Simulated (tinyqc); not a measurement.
Longitudinal sound in a periodic multilayer: transfer matrices, stop bands and folded phonons: one step, computed by the program tinyqc.

Layers 1 and 2 repeat with period d = d_1 + d_2; waves travel normal to the layers, without loss. State vector (u, s): displacement u and stress divided by omega. Impedances Z = rho v are in 1e6 kg/(m^2 s).

Question. Impedances, mean velocity and Bragg frequency. Z = rho v; interface reflection r = (Z_2 - Z_1)/(Z_2 + Z_1) (stress amplitude, from 1 into 2); Bragg frequency f_B = 1/[2 (d_1/v_1 + d_2/v_2)]; long-wave velocity v_eff = d/sqrt[(d_1/v_1)^2 + (d_2/v_2)^2 + (Z_1/Z_2 + Z_2/Z_1)(d_1/v_1)(d_2/v_2)].

Inputs (values chosen for the exercise, modelled on silica (layer 1), titanium nitride (layer 2) and silica (substrate)):

| quantity | value | unit |
|---|---|---|
| density rho_1 | 2.21 | g/cm^3 |
| velocity v_1 | 5970 | m/s |
| thickness d_1 | 16.5 | nm |
| density rho_2 | 5.31 | g/cm^3 |
| velocity v_2 | 10300 | m/s |
| thickness d_2 | 28.5 | nm |
| substrate density | 2.18 | g/cm^3 |
| substrate velocity | 5910 | m/s |

Give: Z_1; Z_2; Z of the substrate; interface reflection r; Bragg frequency f_B; long-wave velocity v_eff.

Answer.

Z_1 = 13.1937

Z_2 = 54.693

Z of the substrate = 12.8838

interface reflection r = 0.61130

Bragg frequency f_B = 90.403 GHz

long-wave velocity v_eff = 6439.0 m/s
